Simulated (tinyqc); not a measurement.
Dead time against afterpulsing.

Afterpulse probability pap = pa (Cd Vx/q) exp(-td/tt) Pm, with Pm the trigger probability of a released carrier; largest rate 1/td; each true event gives 1/(1 - pap) counts.

Inputs (values chosen for the exercise): excess bias Vx = 5.4 V; diode capacitance Cd = 25 fF; trapping probability per avalanche carrier pa = 7.7e-8; trap release time tt = 6.2 ns.

Constants: q = 1.602176634e-19 C. Results are converted to the units shown.

Pm = 0.582

Dead time against afterpulsing:
```
td (ns)	pap (%)	largest rate (1e6/s)	counts per event
1.2	3.112	833.3	1.032
2	2.735	500.0	1.028
3.3	2.218	303.0	1.023
5.3	1.606	188.7	1.016
8.7	0.9282	114.9	1.009
14	0.3948	71.43	1.004
23	0.09246	43.48	1.001
37	0.009667	27.03	1.000
```

Read the table: what changes, and by how much?

The afterpulse probability falls from 3.11 to 0.00967 %, a factor of ten for every 14.3 ns, while the largest rate falls from 833 to 27.0 million a second.

tinyqc, about 0.01 s, one thread, Intel Xeon 2.30GHz (shared host): `OMP_NUM_THREADS=1 python tinyqc.py 2630021 2630022 out.jsonl`
